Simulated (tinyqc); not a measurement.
Trap density from two Hall measurements.

Problem. p-type body, charge-sheet picture, full ionisation (an idealisation for deep acceptors), Boltzmann statistics for free electrons. e = Ec - EF at the surface. psi = Eg - Vt ln(Nv/Na) - e; N_dep = sqrt(2 eps0 eps_r Na (psi - Vt)/q); n_f = sqrt(N_dep^2 + 2 eps0 eps_r Vt Nc exp(-e/Vt)/q) - N_dep; Vg = Vfb + psi + q (N_dep + n_t + n_f)/Cox, Cox = eps0 eox/tox. Find e and n_t at both points and the mean trap density between them.

Values chosen for this exercise; band and dielectric values close to those of 4H silicon carbide:
```
symbol    value   unit                                   meaning
T           250      K                               temperature
Eg         3.25     eV                                  band gap
eps_r      9.71                            relative permittivity
Nc      1.31e19  cm^-3    conduction-band density of states at T
Nv      1.91e19  cm^-3       valence-band density of states at T
eox         3.9           relative permittivity of the insulator
tox          63     nm                       insulator thickness
Na       2.3e16  cm^-3                          acceptor density
Vfb       -2.92      V  flat-band voltage without trapped charge
```

Constants: q = 1.602176634e-19 C, kB = 1.380649e-23 J/K, Vt = kB T/q, eps0 = 8.8541878128e-14 F/cm where lengths are in cm. Results are converted to the units shown.

Vg (V): 5.6592636  9.8183284
free sheet density from the Hall effect (cm^-2): 4.0154554e8  5.0161123e10

Solution. Each n_f fixes e; what the gate voltage holds beyond psi, N_dep and n_f is trapped; the difference quotient is the density, smeared over a few Vt.

e (eV): 0.1810  0.07600
n_t (cm^-2): 1.088e12  2.410e12
mean trap density = 1.259e13 cm^-2 eV^-1

Program tinyqc, `OMP_NUM_THREADS=1 python tinyqc.py 2222160 2222161 out.jsonl`; Intel Xeon 2.30GHz, shared host, one thread, about 0.02 s.
